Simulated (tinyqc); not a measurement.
Worked calculation: plane-wave Kohn-Sham cycle with exchange-only LDA in a layered model solid. One step of it, computed by the program tinyqc.

Problem. Iteration 1: potential. V_H(G) = 4 pi rho(G)/G^2 for G != 0 (uniform background); v_x = -(3 rho/pi)^(1/3); V = V_ext + V_H + v_x; Fourier components f(G_m) = (1/N) sum_j f(x_j) exp(-i G_m x_j).

A solid whose potential varies along x alone (atomic units):
```
parameter                      value
period a                    5.000000
cross-section of the cell  39.000000
electrons per cell                 4
grid points                       16
plane waves -n..n, n               2
k points                           1
V1 in V1 cos(2 pi x/a)     -0.280000
V2 in V2 cos(4 pi x/a)     -0.020000
```

density at the start, on the grid x_j = j a/N (e/bohr^3): [0.02051282, 0.02051282, 0.02051282, 0.02051282, 0.02051282, 0.02051282, 0.02051282, 0.02051282, 0.02051282, 0.02051282, 0.02051282, 0.02051282, 0.02051282, 0.02051282, 0.02051282, 0.02051282]

Give: Potentials on the grid; V(G_m), m = 0, 1, 2, ....

Solution.

Potentials on the grid (hartree):
```
x       V_ext    V_H     v_x       V
0.000  -0.300  0.000  -0.270  -0.570
0.312  -0.273  0.000  -0.270  -0.542
0.625  -0.198  0.000  -0.270  -0.468
0.938  -0.093  0.000  -0.270  -0.363
1.250   0.020  0.000  -0.270  -0.250
1.562   0.121  0.000  -0.270  -0.148
1.875   0.198  0.000  -0.270  -0.072
2.188   0.245  0.000  -0.270  -0.025
2.500   0.260  0.000  -0.270  -0.010
2.812   0.245  0.000  -0.270  -0.025
3.125   0.198  0.000  -0.270  -0.072
3.438   0.121  0.000  -0.270  -0.148
3.750   0.020  0.000  -0.270  -0.250
4.062  -0.093  0.000  -0.270  -0.363
4.375  -0.198  0.000  -0.270  -0.468
4.688  -0.273  0.000  -0.270  -0.542
```

V(G_m), m = 0, 1, 2, ... (hartree): [-0.270, -0.140, -0.010, 0.000, 0.000]
